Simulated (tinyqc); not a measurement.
Worked calculation (part 1 of 3): UHF in the 6-31g basis, for H4, spin multiplicity 3. This run ends on a higher stationary point, not on the lowest solution. Computed by tinyqc, a small Python program that keeps every step (integrals from PySCF). Settings: charge = 0, multiplicity = 3, basis = 6-31g, energy threshold = 1e-09, iteration cap = 89, orthogonalisation = symmetric, start = core, DIIS depth = 4, method = UHF. Command: `OMP_NUM_THREADS=1 python tinyqc.py 20266 20267 out.jsonl` (the two numbers bound the seeds that draw the settings). One thread of a shared host (Intel(R) Xeon(R) Processor @ 2.60GHz), about 0.1 s of CPU time with the checks. Later iterations appear only in the table of the cycle.

## One-electron integrals

Geometry (angstrom):
```
atom         x         y         z
H     0.000000  0.000000  0.000000
H     0.000000  0.000000  1.199000
H     0.000000  0.000000  2.631000
H     0.000000  0.000000  3.830000
```

Basis 6-31g: exponents (1/bohr^2) and contraction coefficients of normalised primitives:
```
element  l (shell)   exponent  coefficient
H            s (1)  18.731137     0.033495
H            s (1)   2.825394     0.234727
H            s (1)   0.640122     0.813757
H            s (2)   0.161278     1.000000
```

Overlap, kinetic and nuclear-attraction integrals over the contracted functions; the nuclear repulsion is the sum of Za Zb / Rab.

nuclear repulsion = 1.79266431 hartree

overlap S, lower triangle:
```
          1H 1s     1H 2s     2H 1s     2H 2s     3H 1s     3H 2s     4H 1s     4H 2s
1H 1s  1.000000
1H 2s  0.658292  1.000000
2H 1s  0.146502  0.335356  1.000000
2H 2s  0.335356  0.661013  0.658292  1.000000
3H 1s  0.000243  0.025885  0.069393  0.251645  1.000000
3H 2s  0.025885  0.136238  0.251645  0.554044  0.658292  1.000000
4H 1s  0.000000  0.000710  0.000243  0.025885  0.146502  0.335356  1.000000
4H 2s  0.000710  0.014638  0.025885  0.136238  0.335356  0.661013  0.658292  1.000000
```

kinetic energy T (hartree), lower triangle:
```
           1H 1s      1H 2s      2H 1s      2H 2s      3H 1s     3H 2s     4H 1s     4H 2s
1H 1s   1.395678
1H 2s   0.259735   0.241917
2H 1s  -0.035437   0.072549   1.395678
2H 2s   0.072549   0.115777   0.259735   0.241917
3H 1s  -0.001004  -0.011677  -0.048695   0.035438   1.395678
3H 2s  -0.011677  -0.010840   0.035438   0.081267   0.259735  0.241917
4H 1s   0.000000  -0.000976  -0.001004  -0.011677  -0.035437  0.072549  1.395678
4H 2s  -0.000976  -0.006431  -0.011677  -0.010840   0.072549  0.115777  0.259735  0.241917
```

nuclear attraction V (hartree), lower triangle:
```
           1H 1s      1H 2s      2H 1s      2H 2s      3H 1s      3H 2s      4H 1s      4H 2s
1H 1s  -2.433793
1H 2s  -1.255141  -1.391128
2H 1s  -0.316213  -0.705102  -2.665160
2H 2s  -0.658538  -1.023618  -1.407319  -1.611508
3H 1s  -0.000551  -0.051416  -0.142146  -0.522734  -2.665160
3H 2s  -0.050899  -0.220103  -0.522734  -0.897068  -1.407319  -1.611508
4H 1s   0.000000  -0.001407  -0.000551  -0.050899  -0.316213  -0.658538  -2.433793
4H 2s  -0.001407  -0.023700  -0.051416  -0.220103  -0.705102  -1.023618  -1.255141  -1.391128
```

core Hamiltonian H = T + V (hartree), lower triangle:
```
           1H 1s      1H 2s      2H 1s      2H 2s      3H 1s      3H 2s      4H 1s      4H 2s
1H 1s  -1.038115
1H 2s  -0.995406  -1.149212
2H 1s  -0.351650  -0.632553  -1.269482
2H 2s  -0.585989  -0.907841  -1.147583  -1.369591
3H 1s  -0.001555  -0.063093  -0.190841  -0.487296  -1.269482
3H 2s  -0.062576  -0.230943  -0.487296  -0.815801  -1.147583  -1.369591
4H 1s   0.000000  -0.002383  -0.001555  -0.062576  -0.351650  -0.585989  -1.038115
4H 2s  -0.002383  -0.030131  -0.063093  -0.230943  -0.632553  -0.907841  -0.995406  -1.149212
```

## Two-electron integrals

Functions are numbered as in S; the eight-fold symmetry (ij|kl) = (ji|kl) = (kl|ij) leaves the list below.

Two-electron integrals (ij|kl) in chemists' order, unique and non-zero (hartree):
```
(11|11) 1.076566   (21|11) 0.578470   (21|21) 0.329423   (22|11) 0.587396
(22|21) 0.361304   (22|22) 0.453150   (31|11) 0.109326   (31|21) 0.064950
(31|22) 0.075774   (31|31) 0.019607   (32|11) 0.172268   (32|21) 0.109157
(32|22) 0.144178   (32|31) 0.036881   (32|32) 0.084469   (33|11) 0.439007
(33|21) 0.285519   (33|22) 0.399034   (33|31) 0.109326   (33|32) 0.283522
(33|33) 1.076566   (41|11) 0.283522   (41|21) 0.162898   (41|22) 0.181196
(41|31) 0.036881   (41|32) 0.063956   (41|33) 0.172268   (41|41) 0.084469
(42|11) 0.347475   (42|21) 0.216620   (42|22) 0.280094   (42|31) 0.055592
(42|32) 0.116566   (42|33) 0.347475   (42|41) 0.116566   (42|42) 0.197999
(43|11) 0.285519   (43|21) 0.184443   (43|22) 0.255741   (43|31) 0.064950
(43|32) 0.162898   (43|33) 0.578470   (43|41) 0.109157   (43|42) 0.216620
(43|43) 0.329423   (44|11) 0.399034   (44|21) 0.255741   (44|22) 0.353894
(44|31) 0.075774   (44|32) 0.181196   (44|33) 0.587396   (44|41) 0.144178
(44|42) 0.280094   (44|43) 0.361304   (44|44) 0.453150   (51|11) 0.000098
(51|21) 0.000064   (51|22) 0.000091   (51|31) 0.000023   (51|32) 0.000063
(51|33) 0.000234   (51|41) 0.000038   (51|42) 0.000079   (51|43) 0.000131
(51|44) 0.000139   (51|51) 5.33e-08   (52|11) 0.006451   (52|21) 0.004245
(52|22) 0.006408   (52|31) 0.001322   (52|32) 0.003825   (52|33) 0.013792
(52|41) 0.002417   (52|42) 0.005639   (52|43) 0.008683   (52|44) 0.011325
(52|51) 3.59e-06   (52|52) 0.000488   (53|11) 0.019273   (53|21) 0.012683
(53|22) 0.019072   (53|31) 0.004160   (53|32) 0.012377   (53|33) 0.046712
(53|41) 0.007322   (53|42) 0.017150   (53|43) 0.028378   (53|44) 0.034354
(53|51) 0.000012   (53|52) 0.001397   (53|53) 0.004338   (54|11) 0.056384
(54|21) 0.037115   (54|22) 0.056246   (54|31) 0.011131   (54|32) 0.031760
(54|33) 0.111990   (54|41) 0.020891   (54|42) 0.048782   (54|43) 0.072089
(54|44) 0.099180   (54|51) 0.000029   (54|52) 0.004676   (54|53) 0.012580
(54|54) 0.047346   (55|11) 0.201132   (55|21) 0.132403   (55|22) 0.201075
(55|31) 0.038339   (55|32) 0.107214   (55|33) 0.369150   (55|41) 0.073742
(55|42) 0.171340   (55|43) 0.242093   (55|44) 0.352213   (55|51) 0.000098
(55|52) 0.019021   (55|53) 0.046712   (55|54) 0.209318   (55|55) 1.076566
(61|11) 0.019021   (61|21) 0.011268   (61|22) 0.013177   (61|31) 0.003032
(61|32) 0.005695   (61|33) 0.016383   (61|41) 0.006177   (61|42) 0.009277
(61|43) 0.010039   (61|44) 0.012386   (61|51) 3.59e-06   (61|52) 0.000218
(61|53) 0.000676   (61|54) 0.001857   (61|55) 0.006451   (61|61) 0.000488
(62|11) 0.051088   (62|21) 0.032904   (62|22) 0.046145   (62|31) 0.009901
(62|32) 0.024253   (62|33) 0.079675   (62|41) 0.018635   (62|42) 0.037124
(62|43) 0.049035   (62|44) 0.061576   (62|51) 0.000019   (62|52) 0.001617
(62|53) 0.004879   (62|54) 0.014265   (62|55) 0.051088   (62|61) 0.001617
(62|62) 0.008411   (63|11) 0.090657   (63|21) 0.059282   (63|22) 0.085735
(63|31) 0.020772   (63|32) 0.056696   (63|33) 0.209318   (63|41) 0.034952
(63|42) 0.075154   (63|43) 0.120707   (63|44) 0.135060   (63|51) 0.000049
(63|52) 0.003883   (63|53) 0.012580   (63|54) 0.032835   (63|55) 0.111990
(63|61) 0.003259   (63|62) 0.018642   (63|63) 0.047346   (64|11) 0.151879
(64|21) 0.099458   (64|22) 0.146999   (64|31) 0.030380   (64|32) 0.081457
(64|33) 0.278649   (64|41) 0.056448   (64|42) 0.124046   (64|43) 0.174587
(64|44) 0.228399   (64|51) 0.000069   (64|52) 0.007696   (64|53) 0.022015
(64|54) 0.072066   (64|55) 0.278649   (64|61) 0.005008   (64|62) 0.031984
(64|63) 0.072066   (64|64) 0.139101   (65|11) 0.132403   (65|21) 0.087159
(65|22) 0.132313   (65|31) 0.025235   (65|32) 0.070384   (65|33) 0.242093
(65|41) 0.048542   (65|42) 0.112377   (65|43) 0.158120   (65|44) 0.227856
(65|51) 0.000064   (65|52) 0.011268   (65|53) 0.028378   (65|54) 0.120707
(65|55) 0.578470   (65|61) 0.004245   (65|62) 0.032904   (65|63) 0.072089
(65|64) 0.174587   (65|65) 0.329423   (66|11) 0.201075   (66|21) 0.132313
(66|22) 0.200177   (66|31) 0.038094   (66|32) 0.103911   (66|33) 0.352213
(66|41) 0.073594   (66|42) 0.167151   (66|43) 0.227856   (66|44) 0.323597
(66|51) 0.000091   (66|52) 0.013177   (66|53) 0.034354   (66|54) 0.135060
(66|55) 0.587396   (66|61) 0.006408   (66|62) 0.046145   (66|63) 0.099180
(66|64) 0.228399   (66|65) 0.361304   (66|66) 0.453150   (71|11) 9.57e-09
(71|21) 6.30e-09   (71|22) 9.48e-09   (71|32) 6.11e-09   (71|33) 2.30e-08
(71|42) 8.53e-09   (71|43) 1.40e-08   (71|44) 1.71e-08   (71|54) 6.25e-09
(71|55) 2.30e-08   (71|63) 6.25e-09   (71|64) 1.10e-08   (71|65) 1.40e-08
(71|66) 1.71e-08   (72|11) 0.000122   (72|21) 0.000080   (72|22) 0.000122
(72|31) 0.000022   (72|32) 0.000060   (72|33) 0.000200   (72|41) 0.000044
(72|42) 0.000100   (72|43) 0.000132   (72|44) 0.000197   (72|51) 5.20e-08
(72|52) 0.000009   (72|53) 0.000022   (72|54) 0.000104   (72|55) 0.000523
(72|61) 3.79e-06   (72|62) 0.000028   (72|63) 0.000059   (72|64) 0.000155
(72|65) 0.000311   (72|66) 0.000364   (72|72) 3.61e-07   (73|11) 0.000051
(73|21) 0.000034   (73|22) 0.000051   (73|31) 0.000010   (73|32) 0.000028
(73|33) 0.000098   (73|41) 0.000019   (73|42) 0.000044   (73|43) 0.000064
(73|44) 0.000091   (73|51) 2.59e-08   (73|52) 4.67e-06   (73|53) 0.000012
(73|54) 0.000049   (73|55) 0.000234   (73|61) 1.66e-06   (73|62) 0.000013
(73|63) 0.000029   (73|64) 0.000069   (73|65) 0.000131   (73|66) 0.000139
(73|72) 1.15e-07   (73|73) 5.33e-08   (74|11) 0.004121   (74|21) 0.002713
(74|22) 0.004121   (74|31) 0.000739   (74|32) 0.001958   (74|33) 0.006451
(74|41) 0.001482   (74|42) 0.003323   (74|43) 0.004245   (74|44) 0.006408
(74|51) 1.66e-06   (74|52) 0.000287   (74|53) 0.000676   (74|54) 0.003259
(74|55) 0.016383   (74|61) 0.000126   (74|62) 0.000920   (74|63) 0.001857
(74|64) 0.005008   (74|65) 0.010039   (74|66) 0.012386   (74|72) 0.000013
(74|73) 3.59e-06   (74|74) 0.000488   (75|11) 0.024041   (75|21) 0.015826
(75|22) 0.024041   (75|31) 0.004341   (75|32) 0.011580   (75|33) 0.038339
(75|41) 0.008666   (75|42) 0.019523   (75|43) 0.025235   (75|44) 0.038094
(75|51) 0.000010   (75|52) 0.001794   (75|53) 0.004160   (75|54) 0.020772
(75|55) 0.109326   (75|61) 0.000739   (75|62) 0.005488   (75|63) 0.011131
(75|64) 0.030380   (75|65) 0.064950   (75|66) 0.075774   (75|72) 0.000082
(75|73) 0.000023   (75|74) 0.003032   (75|75) 0.019607   (76|11) 0.049215
(76|21) 0.032398   (76|22) 0.049214   (76|31) 0.008666   (76|32) 0.022639
(76|33) 0.073742   (76|41) 0.017599   (76|42) 0.039016   (76|43) 0.048542
(76|44) 0.073594   (76|51) 0.000019   (76|52) 0.003090   (76|53) 0.007322
(76|54) 0.034952   (76|55) 0.172268   (76|61) 0.001482   (76|62) 0.010523
(76|63) 0.020891   (76|64) 0.056448   (76|65) 0.109157   (76|66) 0.144178
(76|72) 0.000153   (76|73) 0.000038   (76|74) 0.006177   (76|75) 0.036881
(76|76) 0.084469   (77|11) 0.138166   (77|21) 0.090954   (77|22) 0.138166
(77|31) 0.024041   (77|32) 0.062196   (77|33) 0.201132   (77|41) 0.049215
(77|42) 0.108277   (77|43) 0.132403   (77|44) 0.201075   (77|51) 0.000051
(77|52) 0.008070   (77|53) 0.019273   (77|54) 0.090657   (77|55) 0.439007
(77|61) 0.004121   (77|62) 0.028657   (77|63) 0.056384   (77|64) 0.151879
(77|65) 0.285519   (77|66) 0.399034   (77|71) 9.57e-09   (77|72) 0.000438
(77|73) 0.000098   (77|74) 0.019021   (77|75) 0.109326   (77|76) 0.283522
(77|77) 1.076566   (81|11) 0.000438   (81|21) 0.000268   (81|22) 0.000333
(81|31) 0.000082   (81|32) 0.000169   (81|33) 0.000523   (81|41) 0.000153
(81|42) 0.000253   (81|43) 0.000311   (81|44) 0.000364   (81|51) 1.15e-07
(81|52) 0.000007   (81|53) 0.000022   (81|54) 0.000059   (81|55) 0.000200
(81|61) 0.000013   (81|62) 0.000048   (81|63) 0.000104   (81|64) 0.000155
(81|65) 0.000132   (81|66) 0.000197   (81|72) 1.15e-07   (81|73) 5.20e-08
(81|74) 3.79e-06   (81|75) 0.000022   (81|76) 0.000044   (81|77) 0.000122
(81|81) 3.61e-07   (82|11) 0.004013   (82|21) 0.002628   (82|22) 0.003884
(82|31) 0.000803   (82|32) 0.002152   (82|33) 0.007362   (82|41) 0.001491
(82|42) 0.003277   (82|43) 0.004613   (82|44) 0.006034   (82|51) 1.84e-06
(82|52) 0.000203   (82|53) 0.000582   (82|54) 0.001904   (82|55) 0.007362
(82|61) 0.000132   (82|62) 0.000845   (82|63) 0.001904   (82|64) 0.003675
(82|65) 0.004613   (82|66) 0.006034   (82|72) 4.09e-06   (82|73) 1.84e-06
(82|74) 0.000132   (82|75) 0.000803   (82|76) 0.001491   (82|77) 0.004013
(82|81) 4.09e-06   (82|82) 0.000097   (83|11) 0.008070   (83|21) 0.005300
(83|22) 0.007843   (83|31) 0.001794   (83|32) 0.005114   (83|33) 0.019021
(83|41) 0.003090   (83|42) 0.006959   (83|43) 0.011268   (83|44) 0.013177
(83|51) 4.67e-06   (83|52) 0.000444   (83|53) 0.001397   (83|54) 0.003883
(83|55) 0.013792   (83|61) 0.000287   (83|62) 0.001844   (83|63) 0.004676
(83|64) 0.007696   (83|65) 0.008683   (83|66) 0.011325   (83|72) 0.000007
(83|73) 3.59e-06   (83|74) 0.000218   (83|75) 0.001322   (83|76) 0.002417
(83|77) 0.006451   (83|81) 0.000009   (83|82) 0.000203   (83|83) 0.000488
(84|11) 0.028657   (84|21) 0.018852   (84|22) 0.028472   (84|31) 0.005488
(84|32) 0.015008   (84|33) 0.051088   (84|41) 0.010523   (84|42) 0.023893
(84|43) 0.032904   (84|44) 0.046145   (84|51) 0.000013   (84|52) 0.001844
(84|53) 0.004879   (84|54) 0.018642   (84|55) 0.079675   (84|61) 0.000920
(84|62) 0.006569   (84|63) 0.014265   (84|64) 0.031984   (84|65) 0.049035
(84|66) 0.061576   (84|72) 0.000048   (84|73) 0.000019   (84|74) 0.001617
(84|75) 0.009901   (84|76) 0.018635   (84|77) 0.051088   (84|81) 0.000028
(84|82) 0.000845   (84|83) 0.001617   (84|84) 0.008411   (85|11) 0.062196
(85|21) 0.040943   (85|22) 0.062183   (85|31) 0.011580   (85|32) 0.031703
(85|33) 0.107214   (85|41) 0.022639   (85|42) 0.051875   (85|43) 0.070384
(85|44) 0.103911   (85|51) 0.000028   (85|52) 0.005114   (85|53) 0.012377
(85|54) 0.056696   (85|55) 0.283522   (85|61) 0.001958   (85|62) 0.015008
(85|63) 0.031760   (85|64) 0.081457   (85|65) 0.162898   (85|66) 0.181196
(85|71) 6.11e-09   (85|72) 0.000169   (85|73) 0.000063   (85|74) 0.005695
(85|75) 0.036881   (85|76) 0.063956   (85|77) 0.172268   (85|81) 0.000060
(85|82) 0.002152   (85|83) 0.003825   (85|84) 0.024253   (85|85) 0.084469
(86|11) 0.108277   (86|21) 0.071277   (86|22) 0.108221   (86|31) 0.019523
(86|32) 0.051875   (86|33) 0.171340   (86|41) 0.039016   (86|42) 0.087465
(86|43) 0.112377   (86|44) 0.167151   (86|51) 0.000044   (86|52) 0.006959
(86|53) 0.017150   (86|54) 0.075154   (86|55) 0.347475   (86|61) 0.003323
(86|62) 0.023893   (86|63) 0.048782   (86|64) 0.124046   (86|65) 0.216620
(86|66) 0.280094   (86|71) 8.53e-09   (86|72) 0.000253   (86|73) 0.000079
(86|74) 0.009277   (86|75) 0.055592   (86|76) 0.116566   (86|77) 0.347475
(86|81) 0.000100   (86|82) 0.003277   (86|83) 0.005639   (86|84) 0.037124
(86|85) 0.116566   (86|86) 0.197999   (87|11) 0.090954   (87|21) 0.059874
(87|22) 0.090954   (87|31) 0.015826   (87|32) 0.040943   (87|33) 0.132403
(87|41) 0.032398   (87|42) 0.071277   (87|43) 0.087159   (87|44) 0.132313
(87|51) 0.000034   (87|52) 0.005300   (87|53) 0.012683   (87|54) 0.059282
(87|55) 0.285519   (87|61) 0.002713   (87|62) 0.018852   (87|63) 0.037115
(87|64) 0.099458   (87|65) 0.184443   (87|66) 0.255741   (87|71) 6.30e-09
(87|72) 0.000268   (87|73) 0.000064   (87|74) 0.011268   (87|75) 0.064950
(87|76) 0.162898   (87|77) 0.578470   (87|81) 0.000080   (87|82) 0.002628
(87|83) 0.004245   (87|84) 0.032904   (87|85) 0.109157   (87|86) 0.216620
(87|87) 0.329423   (88|11) 0.138166   (88|21) 0.090954   (88|22) 0.138161
(88|31) 0.024041   (88|32) 0.062183   (88|33) 0.201075   (88|41) 0.049214
(88|42) 0.108221   (88|43) 0.132313   (88|44) 0.200177   (88|51) 0.000051
(88|52) 0.007843   (88|53) 0.019072   (88|54) 0.085735   (88|55) 0.399034
(88|61) 0.004121   (88|62) 0.028472   (88|63) 0.056246   (88|64) 0.146999
(88|65) 0.255741   (88|66) 0.353894   (88|71) 9.48e-09   (88|72) 0.000333
(88|73) 0.000091   (88|74) 0.013177   (88|75) 0.075774   (88|76) 0.181196
(88|77) 0.587396   (88|81) 0.000122   (88|82) 0.003884   (88|83) 0.006408
(88|84) 0.046145   (88|85) 0.144178   (88|86) 0.280094   (88|87) 0.361304
(88|88) 0.453150
```

## Orthogonalisation

S = U s U^T; symmetric (Loewdin) form X = U s^(-1/2) U^T, so that X^T S X = 1.

eigenvalues of S: 0.070865  0.204432  0.339470  0.397497  0.870882  1.122550  2.080709  2.913595

X, lower triangle:
```
           1H 1s      1H 2s      2H 1s      2H 2s      3H 1s      3H 2s      4H 1s     4H 2s
1H 1s   1.254366
1H 2s  -0.499930   1.634058
2H 1s   0.004029   0.066445   1.277376
2H 2s   0.015139  -0.751527  -0.598638   2.116780
3H 1s  -0.009715  -0.015356   0.014975   0.089595   1.277376
3H 2s   0.029007   0.282931   0.089595  -0.874140  -0.598638   2.116780
4H 1s  -0.000339  -0.010453  -0.009715   0.029007   0.004029   0.015139   1.254366
4H 2s  -0.010453  -0.095586  -0.015356   0.282931   0.066445  -0.751527  -0.499930  1.634058
```

## Starting guess

The start is the orbitals of the core Hamiltonian; D(s) = C_occ C_occ^T for each spin.

D(alpha) at the start, lower triangle:
```
           1H 1s      1H 2s      2H 1s      2H 2s      3H 1s      3H 2s     4H 1s     4H 2s
1H 1s   0.198496
1H 2s   0.206122   0.272886
2H 1s   0.059160  -0.046742   0.228055
2H 2s   0.026278  -0.124449   0.284280   0.395291
3H 1s  -0.076702  -0.086454   0.037451  -0.002921   0.228055
3H 2s  -0.178438  -0.184287  -0.002921  -0.037463   0.284280   0.395291
4H 1s   0.101654   0.177816  -0.076702  -0.178438   0.059160   0.026278  0.198496
4H 2s   0.177816   0.264612  -0.086454  -0.184287  -0.046742  -0.124449  0.206122  0.272886
```

D(beta) at the start, lower triangle:
```
          1H 1s     1H 2s     2H 1s     2H 2s     3H 1s     3H 2s     4H 1s     4H 2s
1H 1s  0.014498
1H 2s  0.001117  0.000086
2H 1s  0.040770  0.003141  0.114650
2H 2s  0.035524  0.002737  0.099898  0.087044
3H 1s  0.040770  0.003141  0.114650  0.099898  0.114650
3H 2s  0.035524  0.002737  0.099898  0.087044  0.099898  0.087044
4H 1s  0.014498  0.001117  0.040770  0.035524  0.040770  0.035524  0.014498
4H 2s  0.001117  0.000086  0.003141  0.002737  0.003141  0.002737  0.001117  0.000086
```
